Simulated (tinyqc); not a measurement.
# Doping and flat-band voltage from the body effect

Problem. VT = Vfb + 2 phiF + gamma sqrt(2 phiF + Vsb), phiF = Vt ln(Na/ni), gamma = sqrt(2 q eps0 eps_r Na)/Cox, Cox = eps0 eox/tox. Find Na, gamma and Vfb from two thresholds.

Inputs (values chosen for the exercise); material values those of a made-up semiconductor:
- T = 293 K (temperature)
- eps_r = 13.3 (relative permittivity of the semiconductor)
- eox = 3.73 (relative permittivity of the gate insulator)
- tox = 12 nm (insulator thickness)

Constants: q = 1.602176634e-19 C, kB = 1.380649e-23 J/K, Vt = kB T/q, eps0 = 8.8541878128e-14 F/cm where lengths are in cm. Results are converted to the units shown.

VT at Vsb = 0 and 2.2 V (V): [0.80540402, 1.0616721]
ni = 7.1683453e7 cm^-3

Solution. The difference of the thresholds, gamma [sqrt(2 phiF + Vsb) - sqrt(2 phiF)], holds no Vfb and rises with Na, so it has one root; Vfb then follows from the first threshold.

Na = 2.10e16 cm^-3
gamma = 0.323 V^0.5
Vfb = -0.500 V

Numbers from tinyqc (`OMP_NUM_THREADS=1 python tinyqc.py 2360049 2360050 out.jsonl`; about 0.04 s on one thread of a shared Intel Xeon 2.30GHz).
